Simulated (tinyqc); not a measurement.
Singlet against triplet in a field: parabolic quantum dot in a magnetic field (Fock-Darwin).

Two dimensions, V = m w0^2 r^2/2, one valley. hbar wc = 2 muB B/m, W = sqrt(w0^2 + wc^2/4), E(n, l, s) = (2n + |l| + 1) hbar W - l hbar wc/2 + s gs muB B, n = 0, 1, ..., l = 0, +/-1, ..., s = +/-1/2; length lam = sqrt(2c/(m hbar W)), c = hbar^2/2m0.

Two electrons, first order in the Coulomb energy: the singlet (0,0)^2 has 2W + J0 and the lowest triplet (0,0)(0,1) has 3W - wc/2 + J0/2 - Ez, with J0 = sqrt(pi/2) q/(eps lam), q = e^2/(4 pi eps0), Ez = |gs| muB B.

Exact treatment: the centre of mass separates with energy W, and the relative motion obeys [-(2c/m) Laplacian + (2c/m) r^2/(2 lam^2)^2 + q/(eps r)] psi = e_l psi for angular number l, solved in 14 Gaussians r^l exp(-a r^2), a = 1.7^i/(4 lam^2), i = -3 to 10. E(S) = W + e_0, E(T) = W + e_1 - wc/2 - Ez.

Constants: muB = 5.788381798e-05 eV/T; hbar^2/2m0 = 3.80998211 eV angstrom^2; e^2/(4 pi eps0) = 14.39964547 eV angstrom.

Parameters, chosen for this exercise (near those of a gate-defined dot in InAs; shifted at random, so the results belong to these values and not to a real crystal): m = 0.0299 m0 (mass); gs = -8.19 (g factor); w0 = 3.1 meV (confinement energy hbar w0); eps = 15.1 (dielectric constant); Bs = (0, 0.2, 0.4, 0.64, 0.96, 1.4, 2.1) T (fields).

For each field, first order and exact.

Energies (meV):

| B (T) | J0 | W - wc/2 | Ez | E(T) - E(S), first order | exact |
|---|---|---|---|---|---|
| 0 | 4.168 | 3.100 | 0.000 | 1.016 | 1.79 |
| 0.20 | 4.185 | 2.737 | 0.095 | 0.550 | 1.33 |
| 0.40 | 4.232 | 2.421 | 0.190 | 0.115 | 0.90 |
| 0.64 | 4.326 | 2.099 | 0.303 | -0.367 | 0.42 |
| 0.96 | 4.501 | 1.756 | 0.455 | -0.950 | -0.15 |
| 2.1 | 5.353 | 1.047 | 0.996 | -2.625 | -1.79 |

Give the missing row, B (T) = 1.4.

Computed row:
```
B (T)     J0  W - wc/2     Ez  E(T) - E(S), first order  exact
1.4    4.804     1.407  0.664                    -1.658  -0.85
```

Exactly, the triplet drops below the singlet between 0.64 and 0.96 T. First order puts the crossing between 0.4 and 0.64 T; with J0/W = 1.34 at zero field it misses the splitting there by 0.78 meV. From the first row to the last the orbital cost falls by 2.05 meV, the Coulomb gain J0/2 (half direct, half exchange) grows by 0.59 meV and the Zeeman gain by 1.00 meV. States of higher angular number, which take over at higher fields, in soft dots already within such a table, are left out.

tinyqc: `OMP_NUM_THREADS=1 python tinyqc.py 1252044 1252045 out.jsonl`; about 0.09 s, one thread, shared Intel(R) Xeon(R) Processor @ 2.30GHz.
